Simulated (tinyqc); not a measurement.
# AlGaN/GaN HEMT with access regions, lumped model: several studies

A polarisation-induced electron sheet under a Schottky gate, in series with two ungated access regions and contacts. Drift law v = mu E/(1 + mu E/vs) under the gate. Currents in mA/mm, resistances in ohm mm. No self-heating, no channel-length modulation; fits for polarisation, barrier and offset are chosen for the exercise.

Parameters, values chosen for the exercise; values close to those of AlGaN/GaN structures: aluminium share of the barrier x = 0.24; barrier thickness d = 30 nm; relative permittivity of barrier and channel eps_r = 9; channel mobility mu = 1800 cm^2/(V s); saturation velocity vs = 1e7 cm/s; gate length Lg = 0.25 um; source access length Ls = 1 um; drain access length Ld = 1.5 um; resistance of each contact Rc = 0.24 ohm mm; share of the drain-access electrons removed by traps ft = 0.13; gate voltage Vg = -0.5 V.

Constants: q = 1.602176634e-19 C, eps0 = 8.8541878128e-14 F/cm where lengths are in cm. Results are converted to the units shown.

Each table varies one quantity; the others keep the values above.

## Effect of the gate voltage

sigma = (5e13 x + 1.6e13 x^2) cm^-2, phiB = 0.84 + 1.3 x, dEc = 0.7 (1.71 x + x^2) in volts, Cb = eps0 eps_r/d, VT = phiB - dEc - q sigma/Cb, access density n0 = -Cb VT/q. Access resistance R(L, n) = L/(q mu n sqrt(1 - (I/(q n vs))^2)); Rs = Rc + R(Ls, n0), Rd = Rc + R(Ld, (1 - ft) n0). Vg' = Vg - I Rs, Vd' = Vd - I (Rs + Rd); with u = Vg' - VT, Vc = vs Lg/mu and w the smaller of Vd' and Vc [sqrt(1 + 2 u/Vc) - 1] (0 if negative), the channel gives (mu Cb/Lg)(u w - w^2/2)/(1 + w/Vc). I equals that channel current. Isat is I at Vd = 10 V, gm = dIsat/dVg, Ron the limit of Vd/I at small Vd.

The same in every row: VT (V) = -6.970; n0 (cm^-2) = 1.155e13.

Result of one run:

| Vg (V) | Ron (ohm mm) | Isat (mA/mm) | gm (mS/mm) |
|---|---|---|---|
| 1.5 | 1.359 | 1572 | 155.1 |

What becomes of these results when the gate voltage Vg is changed from 1.5 to -0.8 V, all else the same?

Result of the changed run:

| Vg (V) | Ron (ohm mm) | Isat (mA/mm) | gm (mS/mm) |
|---|---|---|---|
| -0.8 | 1.382 | 1155 | 195.7 |

The whole series:

| Vg (V) | Ron (ohm mm) | Isat (mA/mm) | gm (mS/mm) |
|---|---|---|---|
| -6.6 | 2.712 | 38.96 | 145.0 |
| -5.4 | 1.631 | 246.5 | 187.2 |
| -4.3 | 1.493 | 458.3 | 196.5 |
| -3.1 | 1.433 | 696.7 | 200.2 |
| -2 | 1.403 | 917.2 | 200.1 |
| -0.8 | 1.382 | 1155 | 195.7 |
| 0.3 | 1.369 | 1365 | 184.6 |
| 1.5 | 1.359 | 1572 | 155.1 |

As Vg goes from -6.6 to 1.5 V, Ron falls from 2.71 to 1.36 ohm mm, Isat rises from 39.0 to 1570 mA/mm and gm goes from 145 through a maximum of 200 (at Vg = -3.1 V among the rows listed) to 155 mS/mm. The ceiling Cb vs is 266 mS/mm. For Vg = -3.1 to 1.5 V the power passes 5 W/mm, where self-heating, left out here, lowers the current. At Vg = 1.5 V Vg comes within 0.2 V of phiB or passes it, so at low drain current, as for Ron, the Schottky gate would conduct.

## Effect of the gate length

Same model as above.

The same in every row: VT (V) = -6.970; n0 (cm^-2) = 1.155e13.

Result of one run:

| Lg (um) | Ron (ohm mm) | Isat (mA/mm) | gm (mS/mm) |
|---|---|---|---|
| 0.05 | 1.314 | 1338 | 195.6 |

What becomes of these results when the gate length Lg is changed from 0.05 to 0.09 um, all else the same?

Result of the changed run:

| Lg (um) | Ron (ohm mm) | Isat (mA/mm) | gm (mS/mm) |
|---|---|---|---|
| 0.09 | 1.327 | 1303 | 195.7 |

The whole series:

| Lg (um) | Ron (ohm mm) | Isat (mA/mm) | gm (mS/mm) |
|---|---|---|---|
| 0.05 | 1.314 | 1338 | 195.6 |
| 0.09 | 1.327 | 1303 | 195.7 |
| 0.16 | 1.349 | 1258 | 195.0 |
| 0.29 | 1.391 | 1197 | 192.9 |
| 0.52 | 1.466 | 1120 | 188.8 |
| 0.93 | 1.598 | 1025 | 181.9 |
| 1.7 | 1.847 | 904.5 | 170.7 |
| 3 | 2.267 | 773.6 | 155.8 |

As Lg goes from 0.05 to 3 um, Ron rises from 1.31 to 2.27 ohm mm, Isat falls from 1340 to 774 mA/mm and gm falls from 196 to 156 mS/mm. The ceiling Cb vs is 266 mS/mm. In every row the power passes 5 W/mm, where self-heating, left out here, lowers the current.

## Effect of the barrier thickness

Same model as above.

Results:

| d (nm) | VT (V) | n0 (cm^-2) | Ron (ohm mm) | Isat (mA/mm) | gm (mS/mm) |
|---|---|---|---|---|---|
| 8 | -1.254 | 7.796e12 | 1.877 | 279.3 | 449.7 |
| 11 | -2.033 | 9.194e12 | 1.632 | 533.8 | 398.4 |
| 14 | -2.813 | 9.993e12 | 1.531 | 720.9 | 345.3 |
| 18 | -3.852 | 1.064e13 | 1.461 | 901.8 | 290.0 |
| 27 | -6.190 | 1.140e13 | 1.391 | 1156 | 211.2 |
| 33 | -7.749 | 1.168e13 | 1.368 | 1263 | 178.6 |

Estimate the missing row, d = 22 nm.

Computed row:

| d (nm) | VT (V) | n0 (cm^-2) | Ron (ohm mm) | Isat (mA/mm) | gm (mS/mm) |
|---|---|---|---|---|---|
| 22 | -4.891 | 1.106e13 | 1.422 | 1034 | 249.0 |

With this row back in the table: As d goes from 8 to 33 nm, Ron falls from 1.88 to 1.37 ohm mm, Isat rises from 279 to 1260 mA/mm and gm falls from 450 to 179 mS/mm. VT falls from -1.25 to -7.75 V. For d = 11 to 33 nm the power passes 5 W/mm, where self-heating, left out here, lowers the current.

Program tinyqc, `OMP_NUM_THREADS=1 python tinyqc.py 2570103 2570104 out.jsonl`; Intel Xeon 2.30GHz, shared host, one thread, about 0.02 s.
